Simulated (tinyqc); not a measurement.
MOSFET in saturation, small-signal circuit and noise: effect of the temperature on speed and noise.

Bias by the inversion coefficient IC = I/Ispec (charge-based model with velocity saturation; weak inversion below 0.1, strong above 10). Common-source circuit: gm, gds, Cgs, Cgd and Cj at the inner nodes, Rg in series with the gate; quasi-static, no source or drain resistance, no gate-body capacitance, no substrate network, no induced gate noise, so fmax is an upper estimate.

Ispec = 2 n mu Cox (W/L) Vt^2, lc = Ls/L, gms = [sqrt((lc IC + 1)^2 + 4 IC) - 1]/[2 + lc (lc IC + 1)], gm = gms Ispec/(n Vt), gds = sg gm. qs = [sqrt(1 + 4 IC) - 1]/2, Cgs = Cox W L qs (2 qs + 3)/(3 (qs + 1)^2) + Cov W, Cgd = Cov W, Cd = Cj W, Rg = Rsh (Wf/L)/(12 Nf) + Rc/W with Nf = W/Wf fingers (not rounded) contacted at both ends. fT = gm/(2 pi (Cgs + Cgd)), fmax = fT/(2 sqrt(Rg (gds + 2 pi fT Cgd))). Channel noise Sid = 4 kB T gam n gm with gam = (1/2 + (2/3) qs)/(1 + qs) + gw lc IC, qs = [sqrt(1 + 4 IC) - 1]/2, lc = Ls/L (the last term an empirical rise with velocity saturation); at the gate, white noise Sw = Sid/gm^2 + 4 kB T Rg. Number fluctuation with correlated mobility: S(f) = K/f, K = q^2 Vt lt Nt/(W L Cox^2) (1 + ac mu Cox I/gm)^2, Vt in eV with Nt per eV. Corner fc = K/Sw. IC is held fixed, and so are mu, n, Ls and Nt.

Parameters, values chosen for the exercise:
```
symbol   value         unit                                   meaning
L          180           nm                               gate length
W           40           um                          total gate width
Cox       2.15      uF/cm^2                          gate capacitance
mu         360   cm^2/(V s)                                  mobility
n          1.2                                           slope factor
Ls          20           nm                velocity-saturation length
sg       0.031                                           ratio gds/gm
Cov       0.36        fF/um   overlap and fringe capacitance per side
Cj        0.75        fF/um                drain junction capacitance
Rsh         20          ohm              sheet resistance of the gate
Wf           4           um                              finger width
Rc          50       ohm um      gate contact and vertical resistance
IC         2.3                                  inversion coefficient
gw         0.1               short-channel excess of the noise factor
Nt      7.6e17  cm^-3 eV^-1                        oxide trap density
lt         0.1           nm          tunnelling length into the oxide
ac        1000        V s/C            Coulomb scattering coefficient
```

Constants: q = 1.602176634e-19 C, kB = 1.380649e-23 J/K, Vt = kB T/q. Results are converted to the units shown.

The same in every row: Rg (ohm) = 4.954.

Results:
```
T (K),I (uA),fT (GHz),fmax (GHz),sqrt(Sw) (nV/Hz^0.5),fc (MHz)
100,70.50,5.262,49.34,1.145,3.986
150,158.6,7.894,60.42,1.151,6.019
200,282.0,10.52,69.77,1.157,8.077
250,440.6,13.16,78.01,1.163,10.16
300,634.5,15.79,85.45,1.169,12.27
400,1128,21.05,98.67,1.180,16.57
```

Estimate the missing row, T = 350 K.

Computed row:
```
T (K),I (uA),fT (GHz),fmax (GHz),sqrt(Sw) (nV/Hz^0.5),fc (MHz)
350,863.7,18.42,92.30,1.175,14.41
```

With this row back in the table: As T goes from 100 to 400 K, fT rises from 5.26 to 21.0 GHz, fmax rises from 49.3 to 98.7 GHz, the white noise rises from 1.15 to 1.18 nV/Hz^0.5 and the corner rises from 3.99 to 16.6 MHz. At fixed IC and mobility the current goes as T^2 and gm as T, which is why fT rises; a real mobility would fall with T. In every row fmax exceeds 4 fT, where channel resistance and substrate losses, left out here, would cap it. For T = 100 to 150 K band tails and dopant freeze-out, left out here, change n and the noise.

Numbers from tinyqc (`OMP_NUM_THREADS=1 python tinyqc.py 2150022 2150023 out.jsonl`; about 0.01 s on one thread of a shared Intel Xeon 2.30GHz).
